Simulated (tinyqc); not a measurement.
Carbon nanotube by zone folding: sweeps and comparisons. A value that a table varies takes the place of the one given here.

Circumference C = n a1 + m a2, a = sqrt3 acc; d = a sqrt(n^2 + nm + m^2)/pi; tan(theta) = sqrt3 m/(2n + m); dR = gcd(2n + m, 2m + n); T = t1 a1 + t2 a2 with t1 = (2m + n)/dR, t2 = -(2n + m)/dR, |T| = sqrt3 pi d/dR; N = 2 (n^2 + nm + m^2)/dR hexagons a cell. On cutting line mu = 0 to N - 1 at x = k|T|/(2 pi) the phases are p1 = 2 pi (-t2 mu + m x)/N, p2 = 2 pi (t1 mu - n x)/N, and E = -/+ t |1 + exp(i p1) + exp(i p2)|.

Values chosen for the exercise (near those used for carbon; not measured data):
- t = 2.76 eV (hopping)
- acc = 1.44 angstrom (bond length)
- tubes = ((8, 0), (10, 5), (13, 12), (11, 0), (10, 9), (11, 6), (7, 5)) (pairs (n, m))
- n = 10 (chiral index)
- m = 0 (chiral index)

## Semiconducting tubes compared

E11 and E22 are twice the two lowest band edges; the cone gives E11 d = 2 t acc and E22/E11 = 2.

Tubes:
```
(n,m)    d (angstrom)  theta (deg)  (n - m) mod 3  E11 (eV)  E22 (eV)  E11 d/(2 t acc)  E22/E11
(8,0)            6.35          0.0              2    1.2952    2.2865            1.035    1.765
(10,5)          10.50         19.1              2    0.7642    1.4623            1.010    1.913
(13,12)         17.19         28.7              1    0.4613    0.9221            0.998    1.999
(11,0)           8.73          0.0              2    0.9338    1.7097            1.026    1.831
(10,9)          13.07         28.3              1    0.6060    1.2106            0.996    1.998
(11,6)          11.86         20.4              2    0.6756    1.3043            1.008    1.931
(7,5)            8.29         24.5              2    0.9622    1.8522            1.003    1.925
```

E11 follows 1/d first. For mod 1 the scaled E11 lies below one (0.996 to 0.998) and E22/E11 below two (1.998 to 1.999). For mod 2 the scaled E11 lies above one (1.003 to 1.035) and E22/E11 below two (1.765 to 1.931). The largest departure of the scaled E11 is that of (8,0); warping acts as cos(3 theta)/d, most for thin tubes near zigzag. Below about 8 angstrom curvature, left out of zone folding, changes the gaps further.

## Neighbouring tubes

Diameter, chiral angle and twice the lowest band edge. Each row changes one parameter from the base and keeps the others.

Results:
```
case                 d (angstrom)  theta (deg)  gap (eV)
base                        7.939         0.00    0.9691
n = 11                      8.733         0.00    0.9338
m = 1                       8.364         4.72    0.0000
t = 2.898 eV                7.939         0.00    1.0176
acc = 1.46 angstrom         8.049         0.00    0.9691
```

The largest shifts from the base row, up to three for each result and ties (the steps differ in size, so this ranks the rows, not the parameters). d (angstrom): n +0.794, m +0.425, acc +0.110; unchanged at the printed digits by t. theta (deg): m +4.72; unchanged at the printed digits by n, t and acc. gap (eV): m -0.9691, t +0.0485, n -0.0353; unchanged at the printed digits by acc. In zone folding the gap does not depend on acc at fixed (n, m); a step in n or m changes (n - m) mod 3 and closes the gap where that becomes zero.

Run: tinyqc, `OMP_NUM_THREADS=1 python tinyqc.py 1482898 1482899 out.jsonl`; Intel(R) Xeon(R) Processor @ 2.30GHz, one thread, shared host; about 0.03 s of CPU time with all checks.
